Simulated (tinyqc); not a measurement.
Two-band k.p model of the Delta valleys near the X point under shear strain: sweeps and comparisons. A value that a table varies takes the place of the one given here.

Valley pair on the [001] axis, kz counted from the X point, c = hbar^2/2m0, k0 = kx0 2 pi/a. H = (c kz^2/ml + c (kx^2 + ky^2)/mt + c k0^2/ml) 1 + (2 c k0 kz/ml) sigma_z + (D exy - 2 c kx ky/Mp) sigma_x, so E = c kz^2/ml + c (kx^2 + ky^2)/mt + c k0^2/ml -/+ sqrt((2 c k0 kz/ml)^2 + (D exy - 2 c kx ky/Mp)^2). Without strain the lower band has its minima, E = 0, at kz = +/- k0. Shifts from diagonal strain are left out.

For |eta| < 1: k_min = k0 sqrt(1 - eta^2), E_min = -Delta eta^2/2, ml(eta) = ml/(1 - eta^2), 1/m[110] = 1/mt + eta/Mp, 1/m[1-10] = 1/mt - eta/Mp. For |eta| > 1 the minimum sits at X: E_min = -Delta (2 |eta| - 1)/2, ml(eta) = ml/(1 - 1/|eta|), and eta is replaced by its sign in the transverse masses. Here Delta = 2 c k0^2/ml and eta = D exy/Delta.

s11 = (C11 + C12)/((C11 - C12)(C11 + 2 C12)), s12 = -C12/((C11 - C12)(C11 + 2 C12)), s44 = 1/C44; exx = s11 sxx + s12 (syy + szz) and cyclic, exy = s44 sxy/2; tension is positive. A uniaxial stress X along the unit vector n is s_ij = X n_i n_j.

Constants: hbar^2/2m0 = 3.80998211 eV angstrom^2; kB = 8.617333262e-05 eV/K.

Values chosen for the exercise (near those of Si; shifted at random, so the results belong to these values and not to a real crystal): a = 5.447 angstrom (lattice constant); ml = 0.919 m0 (longitudinal mass); mt = 0.194 m0 (transverse mass); kx0 = 0.149 2 pi/a (distance of the minimum from X); D = 12.7 eV (shear deformation potential); Mp = 0.241 m0 (coupling mass); C11 = 166.6 GPa; C12 = 62.8 GPa; C44 = 80.7 GPa; Xu = 9.31 eV (uniaxial potential); T = 350 K (temperature); exy = 0.0043 (shear strain).

## Sweep of the shear strain

Delta = 2 c k0^2/ml, eta = D exy/Delta.

The minimum:
```
exy       eta  k_min/k0  E_min (meV)  ml(eta)  m[110]  m[1-10]  density-of-states mass
0.0000  0.000     1.000          0.0    0.919  0.1940   0.1940                   0.326
0.0019  0.099     0.995         -1.2    0.928  0.1797   0.2107                   0.328
0.0048  0.249     0.969         -7.6    0.980  0.1616   0.2426                   0.337
0.0096  0.498     0.867        -30.3    1.222  0.1385   0.3237                   0.380
0.0145  0.752     0.659        -69.2    2.114  0.1209   0.4914                   0.501
0.0174  0.902     0.431        -99.7    4.939  0.1124   0.7087                   0.733
0.0231  1.198     0.000       -170.9    5.567  0.1075   0.9948                   0.841
0.0309  1.602     0.000       -270.0    2.445  0.1075   0.9948                   0.639
```

What does this show?

The valleys reach X at eta = 1, that is exy = 0.0193. The shift is quadratic up to eta = 1 (-7.6 meV at eta = 0.25, -30.3 meV at 0.50) and linear beyond, while 1/m[110] rises linearly, taking m[110] from 0.194 to its floor 0.1075, a gain of 80 % in 1/m. ml(eta) diverges at eta = 1; the largest value listed is 5.57. A deformation-potential model with fixed masses misses all of this.

## Tension along [110]: repopulation and mass change

The z valleys move against the x and y valleys by Xu (ezz - exx) and, through the shear, by E_min. Share of the z valleys n = w/(w + 2 exp(dE/kT)), dE the total relative shift, w = sqrt(ml(eta) m[110] m[1-10]/(ml mt^2)). Along [110]: 1/m_c = n/m[110] + (1 - n)(1/ml + 1/mt)/2. Fixed masses means E_min = 0, w = 1, m[110] = mt. Gains are against 3/(1/ml + 2/mt) at a fixed scattering time.

Results:
```
X (GPa)  Xu (ezz - exx) (meV)  E_min (meV)  m[110]  m_c fixed masses  m_c with shear  gain fixed (%)  gain with shear (%)
0.00                      0.0          0.0  0.1940            0.2632          0.2632             0.0                  0.0
0.25                    -11.2         -0.2  0.1879            0.2515          0.2469             4.7                  6.6
0.50                    -22.4         -0.8  0.1822            0.2402          0.2297             9.6                 14.6
1.00                    -44.8         -3.2  0.1718            0.2212          0.1979            19.0                 33.0
1.50                    -67.3         -7.1  0.1625            0.2086          0.1745            26.2                 50.9
2.00                    -89.7        -12.6  0.1541            0.2014          0.1589            30.7                 65.6
3.00                   -134.5        -28.4  0.1398            0.1957          0.1404            34.5                 87.5
```

What does this show, and why?

At 1 GPa repopulation alone gives 19.0 % and the shear terms raise it to 33.0 %. From 2 to 3 GPa the fixed-mass gain grows by 3.8 points, towards its ceiling of 35.7 % when all electrons sit in the z valleys, whereas the gain with shear grows by 21.9 points because m[110] keeps falling.

## What each parameter does

Delta = 2 c k0^2/ml, eta = D exy/Delta. Each row changes one parameter from the base and keeps the others.

Results:
```
case                     eta  E_min (meV)  ml(eta) (m0)  m[110] (m0)  m[1-10] (m0)
base                  0.2230        -6.09        0.9671       0.1645        0.2364
ml = 0.98333 m0       0.2386        -6.51        1.0427       0.1627        0.2401
mt = 0.18042 m0       0.2230        -6.09        0.9671       0.1546        0.2166
kx0 = 0.15943 2 pi/a  0.1947        -5.32        0.9552       0.1677        0.2301
D = 13.589 eV         0.2386        -6.97        0.9745       0.1627        0.2401
Mp = 0.25787 m0       0.2230        -6.09        0.9671       0.1661        0.2331
exy = 0.0046          0.2385        -6.97        0.9744       0.1628        0.2401
```

What can be read from the table?

The largest shifts from the base row, up to three for each result and ties (the steps differ in size, so this ranks the rows, not the parameters). eta: kx0 -0.0282, D +0.0156, ml +0.0156, exy +0.0156; unchanged at the printed digits by mt and Mp. E_min (meV): D -0.88, exy -0.88, kx0 +0.77; unchanged at the printed digits by mt and Mp. ml(eta) (m0): ml +0.0756, kx0 -0.0118, D +0.0074, exy +0.0074; unchanged at the printed digits by mt and Mp. m[110] (m0): mt -0.0099, kx0 +0.0032, ml -0.0017, D -0.0017, exy -0.0017, Mp +0.0017. m[1-10] (m0): mt -0.0199, kx0 -0.0064, ml +0.0037, D +0.0037, exy +0.0037.

Run: tinyqc, `OMP_NUM_THREADS=1 python tinyqc.py 1051328 1051329 out.jsonl`; Intel(R) Xeon(R) Processor @ 2.30GHz, one thread, shared host; about 0.01 s of CPU time with all checks.
